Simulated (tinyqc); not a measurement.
MOSFET in the linear regime without short-channel effects, parameter extraction from computed curves: one step of the calculation.

Inversion charge Q = Cox n Vt W0(exp((Vg - VT)/(n Vt))), W0 the Lambert function and n = nf; u = Q/Cox; mobility mu = mu0/(1 + th1 u + th2 u^2); channel resistance Rch = (L - dL)/(W mu Q); Id = Vd/(Rch + Rsd/W). Cox = eps0 eox/tox. Small Vd, no channel-length or drain effects.

Problem. Threshold and mobility at the peak transconductance. gm_i = (Id_(i+1) - Id_(i-1))/(Vg_(i+1) - Vg_(i-1)); at the point j of largest gm the tangent meets the axis at V_ext = Vg_j - Id_j/gm_j; field-effect mobility gm_j L/(W Cox Vd) with the drawn L.

Parameters, values chosen for the exercise; channel values of the order met in silicon transistors: relative permittivity of the gate insulator (close to silicon dioxide) eox = 3.9; insulator thickness tox = 3.5 nm; low-field mobility mu0 = 180 cm^2/(V s); threshold voltage VT = 0.36 V; gate width W = 10 um; drawn gate length L = 0.38 um; drawn less effective length dL = 0.005 um; drain voltage Vd = 0.05 V.

Constants: eps0 = 8.8541878128e-14 F/cm where lengths are in cm. Results are converted to the units shown.

```
point  Vg (V)      Id (uA)
0        0.12  0.049842152
1        0.24   0.68253563
2        0.36    5.9445632
3        0.48    20.240647
4         0.6    38.837680
5        0.72    58.058533
6        0.84    76.644422
7        0.96    94.195158
8        1.08    110.61109
9         1.2    125.90757
10       1.32    140.14505
11       1.44    153.39995
```

Find: gm; j; V_ext; field-effect mobility.

Solution.

gm, point 1 to 10 (uS): 24.56  81.49  137.1  157.6  157.5  150.6  141.5  132.1  123.1  114.6
j = 4
V_ext = 0.3535 V
field-effect mobility = 121.4 cm^2/(V s)

V_ext is 6.5 mV below the model VT, and the mobility so found is 33 % below mu0 L/(L - dL) = 182 cm^2/(V s), the value for the drawn L; attenuation, series resistance and the slow approach of Q to a straight line all lower the peak gm.

tinyqc, about 0.01 s, one thread, Intel Xeon 2.30GHz (shared host): `OMP_NUM_THREADS=1 python tinyqc.py 2210057 2210058 out.jsonl`
